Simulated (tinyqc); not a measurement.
Epitaxial growth on a vicinal surface: Burton-Cabrera-Frank step flow, step-edge barrier and island nucleation: one step, computed by the program tinyqc. Command: `OMP_NUM_THREADS=1 python tinyqc.py 3010416 3010417 out.jsonl stepflow walk`. One thread of a shared host (Intel(R) Xeon(R) Processor @ 2.30GHz), about 0.03 s of CPU time with the checks.

Adatoms land at rate F, hop on a square grid (a simplification for hexagonal faces), desorb, or join steps. Lengths are in units of a and n is the adatom coverage. Steps ascend at x = 0 and descend at x = l.

Question. Scales. D = nu exp(-E_d/(k_B T)) (a^2/s, nu counted per direction); tau = exp(E_a/(k_B T))/nu; x_s = sqrt(D tau); n_eq = exp(-E_f/(k_B T)); terrace width l = h/(a tan(miscut)); Schwoebel length l_s = exp(E_s/(k_B T)) - 1. Temperatures in kelvin are T(C) + 273.15.

Inputs (values chosen for the exercise, close to those used for Si(001)): site spacing a = 3.84 angstrom; step height h = 1.36 angstrom; diffusion barrier E_d = 0.711 eV; desorption energy E_a = 2.94 eV; adatom formation energy E_f = 1.25 eV; step-edge barrier E_s = 0.12 eV; attempt frequency nu = 10 THz; miscut angle = 2 degrees; temperature T = 880 C.

Constants: k_B = 8.617333262e-05 eV/K.

Give: D; lifetime tau; diffusion length x_s; equilibrium coverage n_eq; terrace width l; Schwoebel length l_s.

Answer.

D = 7.809e+09 a^2/s

lifetime tau = 0.7065 s

diffusion length x_s = 74278 a

equilibrium coverage n_eq = 3.443e-06

terrace width l = 10.14 a

Schwoebel length l_s = 2.345 a

l/x_s = 1.37e-4: nearly every adatom reaches a step.
